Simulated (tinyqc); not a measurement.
Minority carriers and saturation current of a heavily doped emitter: two steps of the calculation.

n-type, parabolic bands, full ionisation. eta = (EF - Ec)/kB T solves N = Nc F12(eta), F12(x) = (2/sqrt(pi)) int_0^infinity sqrt(u)/(1 + exp(u - x)) du. The gap shrinks rigidly by dEg = E1 [ln(N/N0) + sqrt(ln^2(N/N0) + 0.5)], an empirical law that is here taken as the true narrowing.

Inputs (values chosen for the exercise); band and dielectric values close to those of silicon: temperature T = 300 K; band gap Eg = 1.12 eV; conduction-band density of states at 300 K Nc = 2.77e19 cm^-3; valence-band density of states at 300 K Nv = 2.66e19 cm^-3; ionised donor density N = 6.6e19 cm^-3; energy of the narrowing law E1 = 9 meV; density of the narrowing law N0 = 1.5e17 cm^-3; minority-hole mobility mup = 120 cm^2/(V s); Auger coefficient Cn = 2.6e-31 cm^6/s; defect lifetime ts = 2.6 us; emitter width W = 93 nm; recombination velocity at the contact S = 1000 cm/s.

Constants: q = 1.602176634e-19 C, kB = 1.380649e-23 J/K, Vt = kB T/q. Results are converted to the units shown.

Problem 1. Effective intrinsic density. ni = sqrt(Nc Nv) exp(-Eg/(2 Vt)), Eg in volts; degeneracy factor g = F12(eta) exp(-eta); nie^2 = ni^2 exp(dEg/kB T) g, p0 = nie^2/N; apparent narrowing dEg + kB T ln g.

converged eta = 1.6843938

Find: ni; dEg; g; apparent narrowing; nie; p0.

Solution 1.

ni = 1.062e10 cm^-3
dEg = 109.9 meV
g = 0.4421
apparent narrowing = 88.83 meV
nie = 5.919e10 cm^-3
p0 = 53.08 cm^-3

Narrowing multiplies p0 by 70.3 and degeneracy by 0.442.

Problem 2. Saturation current. 1/tau = Cn N^2 + 1/ts, D = mup Vt, L = sqrt(D tau); J0 = (q p0 D/L)(s + tanh(W/L))/(1 + s tanh(W/L)), s = S L/D; the share recombining inside is 1 - 1/[cosh(W/L)(1 + tanh(W/L)/s)].

p0 = 53.080571 cm^-3

Wanted: tau; L; s; J0; share recombining inside.

Solution 2.

tau = 0.8827 ns
L = 523.3 nm
s = 0.01687
J0 = 96.89 fA/cm^2
share recombining inside = 91.39 %

Most holes recombine inside, since the contact is well passivated.

Range of the model: Band tails, non-parabolic bands and incomplete ionisation are left out.

Program tinyqc, `OMP_NUM_THREADS=1 python tinyqc.py 2330060 2330061 out.jsonl`; Intel Xeon 2.30GHz, shared host, one thread, about 0.01 s.
